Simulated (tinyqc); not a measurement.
Anisotropic elasticity and sound waves of a cubic crystal: one step, computed by the program tinyqc.

Voigt order 1..6 = xx, yy, zz, yz, xz, xy, with engineering shear strains. The rotated frame has x' as named, z' along the wafer normal and y' = z' x x'.

Problem. Thermal stress in a film with this orientation. On cooling, a thick substrate imposes eps_1 = eps_2 = (alpha_film - alpha_substrate) Delta T and eps_6 = 0; the free surface sets sigma_3 = sigma_4 = sigma_5 = 0, which fixes eps_3, eps_4, eps_5. Biaxial modulus M = (sigma_1 + sigma_2)/(2 eps); energy density M eps^2. Elastic response and constant coefficients are assumed.

Inputs (values chosen for the exercise, for a model crystal): expansion coefficient of the film = 22 ppm/K; expansion coefficient of the substrate = 4.2 ppm/K; cooling Delta T = 500 K.

Frame: (001) wafer, x' along [110].

C' (GPa):
```
       1      2      3     4     5     6
1  146.1   38.9   76.0   0.0   0.0   0.0
2   38.9  146.1   76.0   0.0   0.0   0.0
3   76.0   76.0  109.0   0.0   0.0   0.0
4    0.0    0.0    0.0  53.6   0.0   0.0
5    0.0    0.0    0.0   0.0  53.6   0.0
6    0.0    0.0    0.0   0.0   0.0  16.5
```

Give: in-plane strain; elastic strain along the normal; stress along x'; stress along y'; biaxial modulus M; energy density.

Solution.

in-plane strain = 8.9 per mille

elastic strain along the normal = -12.41 per mille

stress along x' = 703.3 MPa

stress along y' = 703.3 MPa

biaxial modulus M = 79.02 GPa

energy density = 6.259 MJ/m^3

The film ends in tension. Caution: the thermal stress of this film exceeds 200 MPa, which can relax by slip, cracking or buckling in a real film.
